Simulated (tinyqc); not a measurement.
CIS and TDHF on RHF in the 6-31g basis, for H3+, spin multiplicity 1, step by step. One step of it, computed by the program tinyqc.

Task: CIS matrix, triplets. A(ia,jb) = (e_a - e_i) d_ij d_ab - (ij|ab).

orbital energies (hartree): [-1.097389, -0.350003, 0.018498, 0.500713, 0.589953, 1.057994]

Two-electron integrals over orbitals (pq|rs), unique and non-zero (hartree):
```
(11|11) 0.642532    (21|21) 0.121228    (22|11) 0.481651    (22|22) 0.461569
(31|11) 0.095792    (31|22) 0.012666    (31|31) 0.049226    (32|21) -0.068983
(32|32) 0.078600    (33|11) 0.377538    (33|22) 0.359013    (33|31) 0.011414
(33|33) 0.337085    (41|11) -0.100888   (41|22) -0.071729   (41|31) -0.019124
(41|33) -0.038710   (41|41) 0.059129    (42|21) -0.055262   (42|32) 0.025183
(42|42) 0.041623    (43|11) -0.013786   (43|22) 0.008684    (43|31) -0.013279
(43|33) 0.000584    (43|41) 0.007050    (43|43) 0.009377    (44|11) 0.483206
(44|22) 0.403194    (44|31) 0.047503    (44|33) 0.320344    (44|41) -0.047194
(44|43) 0.000415    (44|44) 0.421705    (51|21) -0.075153   (51|32) 0.023779
(51|42) 0.048489    (51|51) 0.064332    (52|11) -0.136855   (52|22) -0.110139
(52|31) -0.017452   (52|33) -0.035178   (52|41) 0.056330    (52|43) -0.004307
(52|44) -0.091122   (52|52) 0.090061    (53|21) -0.029081   (53|32) 0.044474
(53|42) 0.001008    (53|51) 0.000495    (53|53) 0.042369    (54|21) 0.092842
(54|32) -0.048700   (54|42) -0.048505   (54|51) -0.064672   (54|53) -0.017056
(54|54) 0.081653    (55|11) 0.455784    (55|22) 0.435521    (55|31) 0.013923
(55|33) 0.337834    (55|41) -0.076849   (55|43) 0.006464    (55|44) 0.388963
(55|52) -0.114745   (55|55) 0.433620    (61|11) -0.078878   (61|22) 0.026883
(61|31) -0.062415   (61|33) -0.016629   (61|41) 0.015158    (61|43) 0.025720
(61|44) -0.018843   (61|52) -0.020592   (61|55) 0.031567    (61|61) 0.115947
(62|21) 0.081301    (62|32) -0.038739   (62|42) -0.049016   (62|51) -0.061366
(62|53) 0.000723    (62|54) 0.070510    (62|62) 0.074531    (63|11) -0.146606
(63|22) -0.072748   (63|31) -0.044228   (63|33) -0.037645   (63|41) 0.042137
(63|43) 0.010094    (63|44) -0.085487   (63|52) 0.049836    (63|55) -0.063696
(63|61) 0.048123    (63|63) 0.067388    (64|11) 0.014610    (64|22) -0.046509
(64|31) 0.035198    (64|33) -0.005126   (64|41) 0.010342    (64|43) -0.017102
(64|44) -0.004099   (64|52) 0.036587    (64|55) -0.054035   (64|61) -0.075739
(64|63) -0.018244   (64|64) 0.061652    (65|21) -0.104178   (65|32) 0.069776
(65|42) 0.059741    (65|51) 0.071121    (65|53) 0.027027    (65|54) -0.090592
(65|62) -0.081797   (65|65) 0.115183    (66|11) 0.627140    (66|22) 0.480149
(66|31) 0.089796    (66|33) 0.384644    (66|41) -0.126914   (66|43) -0.018026
(66|44) 0.469823    (66|52) -0.144009   (66|55) 0.465777    (66|61) -0.086924
(66|63) -0.153513   (66|64) 0.013000    (66|66) 0.663036
```

Give: CIS matrix A, triplet.

Result:

CIS matrix A, triplet (hartree), order 1>2, 1>3, 1>4, 1>5, 1>6:
```
[[0.266, 0.000, 0.000, 0.137, 0.000],
 [0.000, 0.738, 0.014, 0.000, 0.147],
 [0.000, 0.014, 1.115, 0.000, -0.015],
 [0.137, 0.000, 0.000, 1.232, 0.000],
 [0.000, 0.147, -0.015, 0.000, 1.528]]
```
